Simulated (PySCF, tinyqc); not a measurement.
Inside a calculation. Method: MP2 on RHF in the sto-6g basis, frozen core, for Be, spin multiplicity 1. The lowest restricted solution is unstable here: a spin-polarised one lies 0.0017 hartree lower (PySCF). Computed by tinyqc, a small Python program that keeps every step (integrals from PySCF). Settings: charge = 0, multiplicity = 1, basis = sto-6g, method = RHF, frozen orbitals = 1, energy threshold = 1e-10, iteration cap = 85, orthogonalisation = canonical, start = core, DIIS depth = 6. Command: `OMP_NUM_THREADS=1 python tinyqc.py 24205 24206 out.jsonl` (the two numbers bound the seeds that draw the settings). One thread of a shared host (Intel(R) Xeon(R) Processor @ 2.60GHz), about 0.1 s of CPU time with the checks. Later iterations appear only in the table of the cycle.

## One-electron integrals

Geometry (angstrom):
```
atom        x        y        z
Be    0.00000  0.00000  0.00000
```

Basis sto-6g: exponents (1/bohr^2) and contraction coefficients of normalised primitives:
```
element  l (shell)   exponent  coefficient
Be           s (1)  312.87049      0.00916
Be           s (1)   57.36446      0.04936
Be           s (1)   16.04851      0.16854
Be           s (1)    5.51310      0.37056
Be           s (1)    2.14090      0.41649
Be           s (1)    0.88174      0.13033
Be           s (2)   13.63325     -0.01325
Be           s (2)    2.69838     -0.04699
Be           s (2)    0.83865     -0.03379
Be           s (2)    0.32266      0.25024
Be           s (2)    0.14013      0.59512
Be           s (2)    0.06423      0.24071
Be           p (3)   13.63325      0.00376
Be           p (3)    2.69838      0.03768
Be           p (3)    0.83865      0.17390
Be           p (3)    0.32266      0.41804
Be           p (3)    0.14013      0.42586
Be           p (3)    0.06423      0.10171
```

Overlap, kinetic and nuclear-attraction integrals over the contracted functions; the nuclear repulsion is the sum of Za Zb / Rab.

nuclear repulsion = 0 hartree

overlap S, order 1Be 1s, 1Be 2s, 1Be 2px, 1Be 2py, 1Be 2pz:
$$\begin{pmatrix}
1.00000 & 0.25476 & 0.00000 & 0.00000 & 0.00000 \\
0.25476 & 1.00000 & 0.00000 & 0.00000 & 0.00000 \\
0.00000 & 0.00000 & 1.00000 & 0.00000 & 0.00000 \\
0.00000 & 0.00000 & 0.00000 & 1.00000 & 0.00000 \\
0.00000 & 0.00000 & 0.00000 & 0.00000 & 1.00000
\end{pmatrix}$$

kinetic energy T (hartree), order 1Be 1s, 1Be 2s, 1Be 2px, 1Be 2py, 1Be 2pz:
$$\begin{pmatrix}
6.76875 & -0.20738 & 0.00000 & 0.00000 & 0.00000 \\
-0.20738 & 0.22012 & 0.00000 & 0.00000 & 0.00000 \\
0.00000 & 0.00000 & 0.66127 & 0.00000 & 0.00000 \\
0.00000 & 0.00000 & 0.00000 & 0.66127 & 0.00000 \\
0.00000 & 0.00000 & 0.00000 & 0.00000 & 0.66127
\end{pmatrix}$$

nuclear attraction V (hartree), order 1Be 1s, 1Be 2s, 1Be 2px, 1Be 2py, 1Be 2pz:
$$\begin{pmatrix}
-14.71479 & -1.65073 & 0.00000 & 0.00000 & 0.00000 \\
-1.65073 & -2.30009 & 0.00000 & 0.00000 & 0.00000 \\
0.00000 & 0.00000 & -2.29999 & 0.00000 & 0.00000 \\
0.00000 & 0.00000 & 0.00000 & -2.29999 & 0.00000 \\
0.00000 & 0.00000 & 0.00000 & 0.00000 & -2.29999
\end{pmatrix}$$

core Hamiltonian H = T + V (hartree), order 1Be 1s, 1Be 2s, 1Be 2px, 1Be 2py, 1Be 2pz:
$$\begin{pmatrix}
-7.94604 & -1.85812 & 0.00000 & 0.00000 & 0.00000 \\
-1.85812 & -2.07997 & 0.00000 & 0.00000 & 0.00000 \\
0.00000 & 0.00000 & -1.63872 & 0.00000 & 0.00000 \\
0.00000 & 0.00000 & 0.00000 & -1.63872 & 0.00000 \\
0.00000 & 0.00000 & 0.00000 & 0.00000 & -1.63872
\end{pmatrix}$$

## Two-electron integrals

Functions are numbered as in S; the eight-fold symmetry (ij|kl) = (ji|kl) = (kl|ij) leaves the list below.

Two-electron integrals (ij|kl) in chemists' order, unique and non-zero (hartree):
```
(11|11) 2.30000   (21|11) 0.36188   (21|21) 0.07193   (22|11) 0.57033
(22|21) 0.13965   (22|22) 0.41777   (31|31) 0.01525   (32|31) 0.02255
(32|32) 0.09234   (33|11) 0.57033   (33|21) 0.13965   (33|22) 0.41777
(33|33) 0.45012   (41|41) 0.01525   (42|41) 0.02255   (42|42) 0.09234
(43|43) 0.02426   (44|11) 0.57033   (44|21) 0.13965   (44|22) 0.41777
(44|33) 0.40160   (44|44) 0.45012   (51|51) 0.01525   (52|51) 0.02255
(52|52) 0.09234   (53|53) 0.02426   (54|54) 0.02426   (55|11) 0.57033
(55|21) 0.13965   (55|22) 0.41777   (55|33) 0.40160   (55|44) 0.40160
(55|55) 0.45012
```

## Orthogonalisation

S = U s U^T; canonical form X = U s^(-1/2), so that X^T S X = 1. Each column of U has its largest component positive (the first on a tie).

eigenvalues of S: [0.74524, 1.00000, 1.00000, 1.00000, 1.25476]

X, order 1Be 1s, 1Be 2s, 1Be 2px, 1Be 2py, 1Be 2pz:
$$\begin{pmatrix}
0.81910 & 0.00000 & 0.00000 & 0.00000 & 0.63125 \\
-0.81910 & 0.00000 & 0.00000 & 0.00000 & 0.63125 \\
0.00000 & 1.00000 & 0.00000 & 0.00000 & 0.00000 \\
0.00000 & 0.00000 & 1.00000 & 0.00000 & 0.00000 \\
0.00000 & 0.00000 & 0.00000 & 1.00000 & 0.00000
\end{pmatrix}$$

Within a degenerate level the vectors are fixed only up to a rotation; this is one choice.

## Starting guess

The start is the orbitals of the core Hamiltonian; D = 2 C_occ C_occ^T.

D at the start, order 1Be 1s, 1Be 2s, 1Be 2px, 1Be 2py, 1Be 2pz:
$$\begin{pmatrix}
2.13882 & -0.54489 & 0.00000 & 0.00000 & 0.00000 \\
-0.54489 & 2.13882 & 0.00000 & 0.00000 & 0.00000 \\
0.00000 & 0.00000 & 0.00000 & 0.00000 & 0.00000 \\
0.00000 & 0.00000 & 0.00000 & 0.00000 & 0.00000 \\
0.00000 & 0.00000 & 0.00000 & 0.00000 & 0.00000
\end{pmatrix}$$

## Iteration 1: building the Fock matrix

J_ij = sum D_kl (ij|kl), K_ij = sum D_kl (ik|jl); F = H + J - 0.5 K; E = tr D H + tr D J / 2 - 0.25 tr D K + E_nn.

Coulomb J (hartree), order 1Be 1s, 1Be 2s, 1Be 2px, 1Be 2py, 1Be 2pz:
$$\begin{pmatrix}
5.74474 & 0.99430 & 0.00000 & 0.00000 & 0.00000 \\
0.99430 & 1.96119 & 0.00000 & 0.00000 & 0.00000 \\
0.00000 & 0.00000 & 1.96119 & 0.00000 & 0.00000 \\
0.00000 & 0.00000 & 0.00000 & 1.96119 & 0.00000 \\
0.00000 & 0.00000 & 0.00000 & 0.00000 & 1.96119
\end{pmatrix}$$

exchange K (hartree), order 1Be 1s, 1Be 2s, 1Be 2px, 1Be 2py, 1Be 2pz:
$$\begin{pmatrix}
4.67874 & 0.72273 & 0.00000 & 0.00000 & 0.00000 \\
0.72273 & 0.89519 & 0.00000 & 0.00000 & 0.00000 \\
0.00000 & 0.00000 & 0.20554 & 0.00000 & 0.00000 \\
0.00000 & 0.00000 & 0.00000 & 0.20554 & 0.00000 \\
0.00000 & 0.00000 & 0.00000 & 0.00000 & 0.20554
\end{pmatrix}$$

Fock matrix F (hartree), order 1Be 1s, 1Be 2s, 1Be 2px, 1Be 2py, 1Be 2pz:
$$\begin{pmatrix}
-4.54067 & -1.22517 & 0.00000 & 0.00000 & 0.00000 \\
-1.22517 & -0.56637 & 0.00000 & 0.00000 & 0.00000 \\
0.00000 & 0.00000 & 0.21970 & 0.00000 & 0.00000 \\
0.00000 & 0.00000 & 0.00000 & 0.21970 & 0.00000 \\
0.00000 & 0.00000 & 0.00000 & 0.00000 & 0.21970
\end{pmatrix}$$

total energy of this density = -14.5033611 hartree

## Iteration 1: diagonalisation and new density

Diagonalise F' = X^T F X, C = X C', fill 2 alpha and 2 beta electrons from the bottom; D = 2 C_occ C_occ^T. Each column has its largest component positive (the first on a tie).

F' = X^T F X (hartree):
$$\begin{pmatrix}
-1.78245 & 0.00000 & 0.00000 & 0.00000 & -2.05495 \\
0.00000 & 0.21970 & 0.00000 & 0.00000 & 0.00000 \\
0.00000 & 0.00000 & 0.21970 & 0.00000 & 0.00000 \\
0.00000 & 0.00000 & 0.00000 & 0.21970 & 0.00000 \\
-2.05495 & 0.00000 & 0.00000 & 0.00000 & -3.01148
\end{pmatrix}$$

orbital energies (hartree): MO1 -4.54183, MO2 -0.25210, MO3 0.21970, MO4 0.21970, MO5 0.21970

coefficients C, order 1Be 1s, 1Be 2s, 1Be 2px, 1Be 2py, 1Be 2pz:
$$\begin{pmatrix}
0.99552 & -0.27991 & 0.00000 & 0.00000 & 0.00000 \\
0.01705 & 1.03398 & 0.00000 & 0.00000 & 0.00000 \\
0.00000 & 0.00000 & 1.00000 & 0.00000 & 0.00000 \\
0.00000 & 0.00000 & 0.00000 & 0.00000 & 1.00000 \\
0.00000 & 0.00000 & 0.00000 & 1.00000 & 0.00000
\end{pmatrix}$$

D after iteration 1, order 1Be 1s, 1Be 2s, 1Be 2px, 1Be 2py, 1Be 2pz:
$$\begin{pmatrix}
2.13882 & -0.54489 & 0.00000 & 0.00000 & 0.00000 \\
-0.54489 & 2.13882 & 0.00000 & 0.00000 & 0.00000 \\
0.00000 & 0.00000 & 0.00000 & 0.00000 & 0.00000 \\
0.00000 & 0.00000 & 0.00000 & 0.00000 & 0.00000 \\
0.00000 & 0.00000 & 0.00000 & 0.00000 & 0.00000
\end{pmatrix}$$

Within a degenerate level the vectors are fixed only up to a rotation; this is one choice.

## Iteration 2 (converged): orbitals

converged F (hartree), order 1Be 1s, 1Be 2s, 1Be 2px, 1Be 2py, 1Be 2pz:
$$\begin{pmatrix}
-4.54067 & -1.22517 & 0.00000 & 0.00000 & 0.00000 \\
-1.22517 & -0.56637 & 0.00000 & 0.00000 & 0.00000 \\
0.00000 & 0.00000 & 0.21970 & 0.00000 & 0.00000 \\
0.00000 & 0.00000 & 0.00000 & 0.21970 & 0.00000 \\
0.00000 & 0.00000 & 0.00000 & 0.00000 & 0.21970
\end{pmatrix}$$

As before.

F' = X^T F X (hartree):
$$\begin{pmatrix}
-1.78245 & 0.00000 & 0.00000 & 0.00000 & -2.05495 \\
0.00000 & 0.21970 & 0.00000 & 0.00000 & 0.00000 \\
0.00000 & 0.00000 & 0.21970 & 0.00000 & 0.00000 \\
0.00000 & 0.00000 & 0.00000 & 0.21970 & 0.00000 \\
-2.05495 & 0.00000 & 0.00000 & 0.00000 & -3.01148
\end{pmatrix}$$

orbital energies (hartree): MO1 -4.54183, MO2 -0.25210, MO3 0.21970, MO4 0.21970, MO5 0.21970

coefficients C, order 1Be 1s, 1Be 2s, 1Be 2px, 1Be 2py, 1Be 2pz:
$$\begin{pmatrix}
0.99552 & -0.27991 & 0.00000 & 0.00000 & 0.00000 \\
0.01705 & 1.03398 & 0.00000 & 0.00000 & 0.00000 \\
0.00000 & 0.00000 & 0.00000 & 0.00000 & 1.00000 \\
0.00000 & 0.00000 & 0.00000 & 1.00000 & 0.00000 \\
0.00000 & 0.00000 & 1.00000 & 0.00000 & 0.00000
\end{pmatrix}$$

D after iteration 2, order 1Be 1s, 1Be 2s, 1Be 2px, 1Be 2py, 1Be 2pz:
$$\begin{pmatrix}
2.13882 & -0.54489 & 0.00000 & 0.00000 & 0.00000 \\
-0.54489 & 2.13882 & 0.00000 & 0.00000 & 0.00000 \\
0.00000 & 0.00000 & 0.00000 & 0.00000 & 0.00000 \\
0.00000 & 0.00000 & 0.00000 & 0.00000 & 0.00000 \\
0.00000 & 0.00000 & 0.00000 & 0.00000 & 0.00000
\end{pmatrix}$$

Within a degenerate level the vectors are fixed only up to a rotation; this is one choice.

## Convergence

Stop when the energy changes by less than 1e-10 hartree and every element of the error matrix X^T (F D S - S D F) X is below 3e-06.

Course of the cycle:
```
iteration  E (hartree)     change  largest element of the error matrix
1          -14.5033611          -                             2.98e-16
2          -14.5033611  -5.33e-15                             1.15e-15
```

PySCF RHF in the same basis = -14.5033611 hartree

Converged in 2 iterations.

## Populations

Mulliken: Z minus the diagonal of D S on the atom; Loewdin: the same with S^(1/2) D S^(1/2).

Charges (e):
```
atom  Mulliken  Loewdin
1Be    0.00000  0.00000
```

## Integrals over molecular orbitals

(pq|rs) = sum C_ip C_jq C_kr C_ls (ij|kl), one index at a time.

one-electron integrals over orbitals h = C^T H C (hartree):
$$\begin{pmatrix}
-7.93869 & 0.27374 & 0.00000 & 0.00000 & 0.00000 \\
0.27374 & -1.77074 & 0.00000 & 0.00000 & 0.00000 \\
0.00000 & 0.00000 & -1.63872 & 0.00000 & 0.00000 \\
0.00000 & 0.00000 & 0.00000 & -1.63872 & 0.00000 \\
0.00000 & 0.00000 & 0.00000 & 0.00000 & -1.63872
\end{pmatrix}$$

Two-electron integrals over orbitals (pq|rs), unique and non-zero (hartree); the lowest 1 orbital is frozen and left out:
```
(22|22) 0.40561   (32|32) 0.08686   (33|22) 0.41050   (33|33) 0.45012
(42|42) 0.08686   (43|43) 0.02426   (44|22) 0.41050   (44|33) 0.40160
(44|44) 0.45012   (52|52) 0.08686   (53|53) 0.02426   (54|54) 0.02426
(55|22) 0.41050   (55|33) 0.40160   (55|44) 0.40160   (55|55) 0.45012
```

## Second-order Moller-Plesset energy

Hartree-Fock energy = -14.5033611 hartree

E2 = sum_ijab (ia|jb) [2 (ia|jb) - (ib|ja)] / (e_i + e_j - e_a - e_b) over occupied i, j and virtual a, b; the opposite-spin part is (ia|jb)^2 / denominator, the rest is same-spin, and SCS-MP2 scales them by 6/5 and 1/3.

Terms:
```
i  j  a  b  (ia|jb)  (ib|ja)  denominator      term
2  2  3  3  0.08686  0.08686     -0.94359  -0.00800
2  2  4  4  0.08686  0.08686     -0.94359  -0.00800
2  2  5  5  0.08686  0.08686     -0.94359  -0.00800
```

Pair energies (hartree; pair i-j sums ij and ji):
```
pair  opposite spin  same spin
2-2        -0.02399    0.00000
```

MP2 correlation energy = -0.0239879 hartree

SCS-MP2 correlation energy = -0.0287855 hartree

MP2 total energy = -14.5273491 hartree
